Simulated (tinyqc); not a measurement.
What a faster ramp buys: rapid thermal processing of a wafer: radiative balance, ramp and cooling, pattern effects, pyrometer error and spike budget. Computed by tinyqc, a small Python program. Command: `OMP_NUM_THREADS=1 python tinyqc.py 3112532 3112533 out.jsonl rtp walk`. One thread of a shared host (Intel(R) Xeon(R) Processor @ 2.30GHz), about 0.04 s of CPU time with the checks.

The wafer is opaque and uniform through its thickness unless said otherwise; temperatures in formulas are in kelvin (C + 273.15). sigma = 5.670374419e-12 W/(cm^2 K^4).

Inputs (values chosen for the exercise, modelled on a hot silicon wafer): wafer thickness d = 725 micrometre; heat capacity per volume C = 2.19 J/(cm^3 K); thermal conductivity k = 0.23 W/(cm K); emissivity eps of each face = 0.56; reflectivity of the chamber walls r = 0.21; gas heat-transfer coefficient h, both faces together = 1.2 mW/(cm^2 K); wall temperature T_w = 500 K; process temperature = 969 C; starting temperature = 550 C; ramp rate = 290 K/s; activation energy of the process E_a = 2.7 eV.

Constants: k_B = 8.617333262e-05 eV/K.

Method:
- Effective emissivity between parallel grey plates: eps_eff = 1/(1/eps + 1/(1 - r) - 1). Loss per area q(T) = 2 eps_eff sigma (T^4 - T_w^4) + h (T - T_w).
- Absorbed power during a ramp = q(T) + C d x ramp rate; thermal time constant tau = C d/(dq/dT), dq/dT = 8 eps_eff sigma T^3 + h; natural cooling rate q/(C d); front-to-back difference under one-sided heating at the end of the ramp = (absorbed power) d/(2 k).
- Cooling with the lamps off: C d dT/dt = -q(T), integrated adaptively (relative tolerance 1e-10).
- Spike anneal: linear ramp to the peak, then lamps off. Equivalent time at the peak = int exp(-(E_a/k_B)(1/T - 1/T_peak)) dt; estimate (k_B T^2/E_a)(1/ramp rate + 1/cooling rate). The ramp part uses 4000 trapezoid steps, the cooling part 4000 steps over 4 tau.

time constant tau = 3.64343 s

holding power q = 13.7052 W/cm^2

natural cooling rate = 86.3182 K/s

Against the ramp rate:
```
ramp (K/s)  ramp part (s)  cooling part (s)  total (s)  power at the peak (W/cm^2)
10                 4.5742           0.61645     5.1907                       15.29
25                 1.8297           0.61645     2.4461                       17.67
50                 0.9148           0.61645     1.5313                       21.64
100                0.4574           0.61645     1.0739                       29.58
250                0.1830           0.61645     0.7994                       53.40
500                0.0915           0.61645     0.7079                       93.09
1000               0.0457           0.61645     0.6622                      172.48
```

What does the comparison show, and why?

From 10 to 100 K/s the total falls by a factor 4.8, from 100 to 1000 K/s by 1.62: the cooling part, 0.616 s, is a floor, and the natural cooling rate here is 86.3 K/s.

Extremes, crossings and ranges named in words are read from the listed rows.
